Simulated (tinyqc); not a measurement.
Floating body of a partially depleted SOI transistor: body voltage and kink: one step of the calculation.

Source at 0 V. Channel current Ic = 2 nf K Vt^2 [F(0) - F(Vd)](1 + la Vd), F(V) = ln^2(1 + exp((Vg - VT - nf V)/(2 nf Vt))), VT = VT0 - gb Vb. Saturation voltage Vs = 2 Vt sqrt(F(0)) + 3 Vt, excess Ve = (Vd - Vs + sqrt((Vd - Vs)^2 + 0.0004 V^2))/2, multiplication M1 = Ai Ve exp(-Bl/Ve). Each junction passes D(v) = J1 (exp(v/Vt) - 1) + J2 (exp(v/(2 Vt)) - 1). Bipolar current Ib = bb J1 (exp(Vb/Vt) - 1). The body settles where M1 (Ic + Ib) = D(Vb) + D(Vb - Vd) + Vb/Rb; drain current Id = (1 + M1)(Ic + Ib) - D(Vb - Vd).

Problem. New Vb. Current into the body I_in = M1 (Ic + Ib) - D(Vb - Vd), current out I_out = D(Vb) + Vb/Rb; f = ln(I_in/I_out), s = df/dVb by central differences over 1e-5 V, Vb(new) = Vb - f/s.

Values chosen for this exercise; values of the order met in partially depleted silicon-on-insulator transistors:
- T = 358 K (temperature)
- VT0 = 0.47 V (threshold at zero body voltage)
- gb = 0.22 (fall of the threshold per volt of body voltage)
- nf = 1.16 (slope factor)
- K = 110 uA/(V^2 um) (gain factor per width)
- la = 0.04 1/V (channel-length modulation factor)
- Ai = 3.65 1/V (impact-ionisation prefactor)
- Bl = 6.1 V (impact-ionisation voltage)
- J1 = 1.6e-10 uA/um (diffusion saturation current of each junction)
- J2 = 3.4e-8 uA/um (recombination saturation current of each junction)
- bb = 0 (gain of the lateral bipolar transistor on the diffusion current)
- Rb = 1e9 kohm um (resistance of a weak body tie to the source (1e9 stands for no tie, and the term is then dropped))
- Vg = 1.02 V (gate voltage)
- Vd = 1.1 V (drain voltage)

Constants: q = 1.602176634e-19 C, kB = 1.380649e-23 J/K, Vt = kB T/q. Results are converted to the units shown.

Vb after iteration 2 = 0.38495414 V

Find: Ic; Ve; M1; I_in; I_out; f; s; Vb after iteration 3.

Solution.

Ic = 19.9 uA/um
Ve = 0.461 V
M1 = 2.97e-6
I_in = 5.93e-5 uA/um
I_out = 5.94e-5 uA/um
f = -0.00221
s = -32.8 1/V
Vb after iteration 3 = 0.385 V

Range of the model: The multiplication law is an empirical form chosen for the exercise; self-heating and capacitive coupling to the body are left out, and the linear laws are rough once Vb passes about 0.7 V or M1 about 0.1.

tinyqc, about 0.2 s, one thread, Intel Xeon 2.30GHz (shared host): `OMP_NUM_THREADS=1 python tinyqc.py 2182017 2182018 out.jsonl`
